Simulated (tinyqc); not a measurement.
Inside a calculation. Model: p-n diode, drift-diffusion by the Gummel loop with Scharfetter-Gummel fluxes.

Computed by the program tinyqc: `OMP_NUM_THREADS=1 python tinyqc.py 2240173 2240174 out.jsonl`, one thread of a shared Intel Xeon 2.30GHz, about 0.2 s for the whole run. Printed values are rounded.

Abrupt junction at x = 0, p side from -Lp, n side to Ln, ohmic contacts. psi is counted from the intrinsic level; n = ni exp((psi - phin)/Vt), p = ni exp((phip - psi)/Vt). Contacts: p side psi = V - Vt ln(Na/ni), p = Na, n = ni^2/Na; n side psi = Vt ln(Nd/ni), n = Nd, p = ni^2/Nd. Constant mobilities, D = mu Vt, Boltzmann statistics, SRH recombination through a mid-gap level, U = (n p - ni^2)/(tp (n + ni) + tn (p + ni)). Current is positive from the p contact to the n contact.

Parameters, values chosen for the exercise; band and dielectric values close to those of gallium arsenide: temperature T = 300 K; band gap Eg = 1.4 eV; relative permittivity eps_r = 13.1; conduction-band density of states at T Nc = 4.49e17 cm^-3; valence-band density of states at T Nv = 9.11e18 cm^-3; acceptor density of the p side Na = 3.1e17 cm^-3; donor density of the n side Nd = 1.7e16 cm^-3; electron mobility mun = 4800 cm^2/(V s); hole mobility mup = 260 cm^2/(V s); SRH lifetime of electrons tn = 1e-8 s; SRH lifetime of holes tp = 5e-9 s; uniform generation rate G = 0 cm^-3 s^-1; bias of the p contact V = 0.5 V.

Constants: q = 1.602176634e-19 C, kB = 1.380649e-23 J/K, Vt = kB T/q, eps0 = 8.8541878128e-14 F/cm where lengths are in cm. Results are converted to the units shown.

## Intrinsic density and built-in voltage

ni = sqrt(Nc Nv) exp(-Eg/(2 Vt)), Eg in volts; Vbi = Vt ln(Na Nd/ni^2).

ni = 3.51884e6 cm^-3
Vbi = 1.22797 V

## Round 1: Poisson equation

```
node  x (nm)  phin at the start (V)  phip at the start (V)
0      -1100                    0.5                    0.5
1       -546                      0                    0.5
2       -264                      0                    0.5
3       -120                      0                    0.5
4      -46.8                      0                    0.5
5       -9.5                      0                    0.5
6        9.5                      0                    0.5
7       45.4                      0                    0.5
8        113                      0                    0.5
9        241                      0                    0.5
10       483                      0                    0.5
11       940                      0                      0
```

With phin and phip held, solve a_i (psi_(i+1) - psi_i) - a_(i-1) (psi_i - psi_(i-1)) + q w_i (p_i - n_i + C_i) = 0 for the inner nodes by Newton steps to convergence; a_i = eps0 eps_r/h_i, h_i = x_(i+1) - x_i, w_i = (h_(i-1) + h_i)/2, C = -Na or +Nd.

```
node    psi (V)  n after Poisson (cm^-3)  p after Poisson (cm^-3)
0     -0.151514               3.99428e-5                   3.1e17
1     -0.151514                  10024.6               3.10000e17
2     -0.151514                  10024.6               3.10000e17
3     -0.151511                  10025.8               3.09962e17
4     -0.151097                  10187.7               3.05039e17
5     -0.136764                  17736.2               1.75215e17
6     -0.029885                1.10753e6               2.80591e15
7      0.145101                9.63802e8               3.22435e12
8      0.392437               1.37738e13                2.25619e8
9      0.567044               1.18121e16                2.63089e5
10     0.576336               1.69210e16                1.83655e5
11     0.576457                   1.7e16               7.28368e-4
```

## Round 1: electron continuity

With psi and p held, F_i = (mun Vt/h_i) [n_(i+1) B(d_i) - n_i B(-d_i)], d_i = (psi_(i+1) - psi_i)/Vt, B(d) = d/(exp(d) - 1); solve F_i - F_(i-1) = w_i [(n_i p_i - ni^2)/den_i - G] for the new n, with den = tp (n + ni) + tn (p + ni) taken at the old n and p, h_i = x_(i+1) - x_i, w_i = (h_(i-1) + h_i)/2; phin = psi - Vt ln(n/ni).

```
node  new n (cm^-3)  phin after round 1 (V)
0        3.99428e-5                0.500000
1           5119.37                0.017373
2           7730.12                0.006719
3           9066.20                0.002601
4           9897.23                0.000748
5           17693.3                0.000063
6         1.10748e6                0.000001
7         9.63799e8                0.000000
8        1.37738e13                0.000000
9        1.18121e16                0.000000
10       1.69210e16                0.000000
11           1.7e16                0.000000
```

## Round 1: hole continuity

With psi and the new n held, F_i = (mup Vt/h_i) [p_(i+1) B(-d_i) - p_i B(d_i)], d_i = (psi_(i+1) - psi_i)/Vt, B(d) = d/(exp(d) - 1); solve F_i - F_(i-1) = w_i [(n_i p_i - ni^2)/den_i - G] for the new p, with den = tp (n + ni) + tn (p + ni) taken at the new n and the old p, h_i = x_(i+1) - x_i, w_i = (h_(i-1) + h_i)/2; phip = psi + Vt ln(p/ni).

```
node  new p (cm^-3)  phip after round 1 (V)
0            3.1e17                0.500000
1        3.10000e17                0.500000
2        3.10000e17                0.500000
3        3.09962e17                0.500000
4        3.05039e17                0.500000
5        1.75215e17                0.500000
6        2.80591e15                0.500000
7        3.22435e12                0.500000
8         2.25571e8                0.499994
9         2.57453e5                0.499440
10        1.22683e5                0.489570
11       7.28368e-4                0.000000
```

## Course of the Gummel loop

Stop when phin and phip change by less than 1e-8 V, or after 80 rounds. J = Jn at the p contact + Jp at the n contact + q sum w_i U_i - q G sum w_i over the inner nodes, which avoids differences of large majority fluxes: Jn = (q mun Vt/h_0)[n_1 B(d_0) - n_0 B(-d_0)], Jp = (q mup Vt/h_last)[p_(N-1) B(d_last) - p_N B(-d_last)], d_i = (psi_(i+1) - psi_i)/Vt, B(d) = d/(exp(d) - 1), w_i = (h_(i-1) + h_i)/2.

Course of the iteration:
```
round  J (A/cm^2)  largest change of phin, phip (V)
1      1.55657e-7                            0.0174
2      1.55657e-7                          3.13e-13
```

Converged in 2 rounds.

## Recombination and current

```
node  converged psi (V)  converged n (cm^-3)  converged p (cm^-3)
0             -0.151514           3.99428e-5               3.1e17
1             -0.151514              5119.37           3.10000e17
2             -0.151514              7730.12           3.10000e17
3             -0.151511              9066.20           3.09962e17
4             -0.151097              9897.23           3.05039e17
5             -0.136764              17693.3           1.75215e17
6             -0.029885            1.10748e6           2.80591e15
7              0.145101            9.63799e8           3.22435e12
8              0.392437           1.37738e13            2.25571e8
9              0.567044           1.18121e16            2.57453e5
10             0.576336           1.69210e16            1.22683e5
11             0.576457               1.7e16           7.28368e-4
```

U_i as defined. J = Jn at the p contact + Jp at the n contact + q sum w_i U_i - q G sum w_i over the inner nodes, which avoids differences of large majority fluxes: Jn = (q mun Vt/h_0)[n_1 B(d_0) - n_0 B(-d_0)], Jp = (q mup Vt/h_last)[p_(N-1) B(d_last) - p_N B(-d_last)], d_i = (psi_(i+1) - psi_i)/Vt, B(d) = d/(exp(d) - 1), w_i = (h_(i-1) + h_i)/2.

U, node 0 to 11 (cm^-3 s^-1): 0  5.11937e11  7.73012e11  9.06620e11  9.89723e11  1.76933e12  1.10748e14  9.63654e16  4.51126e16  5.14906e13  2.45365e13  0
Jn at the p contact = 1.83718e-9 A/cm^2
Jp at the n contact = 2.88425e-9 A/cm^2
recombination = 1.50935e-7 A/cm^2
generation = 0 A/cm^2
J = 1.55657e-7 A/cm^2

A 500-node mesh gives J = 1.402e-6 A/cm^2; this mesh differs from it by -1.2e-6 A/cm^2 (-89 %).
